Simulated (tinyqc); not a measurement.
Changing the three-body strength lambda: Stillinger-Weber potential for a tetrahedral semiconductor. Computed by tinyqc, a small Python program. Command: `OMP_NUM_THREADS=1 python tinyqc.py 3004097 3004098 out.jsonl swsi sweep`. One thread of a shared host (Intel(R) Xeon(R) Processor @ 2.30GHz), about 0.09 s of CPU time with the checks.

With x = r/sigma: pair term eps A (B x^-4 - 1) exp(1/(x - a)); for each pair of neighbours j, k of atom i, three-body term eps lambda exp(gamma/(x_ij - a) + gamma/(x_ik - a)) (cos theta_jik + 1/3)^2; both vanish beyond x = a. A = 7.049556277, B = 0.6022245584, a = 1.8.

Inputs (values chosen for the exercise, modelled on silicon): energy scale eps = 2.269 eV; length scale sigma = 2.099 angstrom; gamma = 1.3.

Constants: 1 eV/angstrom^3 = 160.2176634 GPa.

Method. All angles are tetrahedral, so only the pair term acts; its minimum lies at x = 2^(1/6) with depth eps, and second neighbours lie beyond the cut-off. a0 = 4 d/sqrt3; E = -2 eps per atom. Second derivatives of the energy per atom, volume a0^3/8: e_xx gives C11, e_xx = -e_yy gives 2 (C11 - C12), e_xy = e_yx = h/2 gives the unrelaxed C44(0). Under that shear the second sublattice shifts by u_z; minimising over u_z gives C44 = C44(0) - E_hu^2/(E_uu V) and Kleinman's zeta = |E_hu/E_uu|/(a0/4). The optical force constant is k = 4 E_uu, with M omega^2 = k at the zone centre.

One run for each value:
```
three-body strength lambda  C44 (GPa)  internal strain zeta  C11 (GPa)  C12 (GPa)  unrelaxed C44(0) (GPa)
2                               5.407               0.96584     109.23     103.70                  106.16
5                              13.072               0.91743     114.76     100.93                  107.08
10                             24.779               0.84348     123.99      96.32                  108.62
15                             35.326               0.77686     133.21      91.71                  110.15
21                             46.679               0.70515     144.28      86.18                  112.00
30                             61.503               0.61151     160.88      77.88                  114.76
40                             75.487               0.52318     179.32      68.65                  117.84
60                             97.702               0.38286     216.21      50.21                  123.99
```

Describe and explain the trends.

Over the rows, C44 (GPa) rises from 5.41 to 97.7 (exponent d ln y / d ln x 0.96 between the first rows and 0.64 between the last); internal strain zeta falls from 0.966 to 0.383 (exponent d ln y / d ln x -0.056 between the first rows and -0.77 between the last); C11 (GPa) rises from 109 to 216 (exponent d ln y / d ln x 0.054 between the first rows and 0.46 between the last). At the low end the exponent of C44 is 0.96, close to 1: without bond bending the relaxed lattice has no shear stiffness. (C11 + 2 C12)/3 stays at 105.54 GPa, since uniform compression bends no bond, while (C11 - C12)/2 is proportional to lambda, 1.383 GPa per unit.

Caution (all rows): the original fit to silicon is too soft in shear (C44) and too stiff for the optical mode.
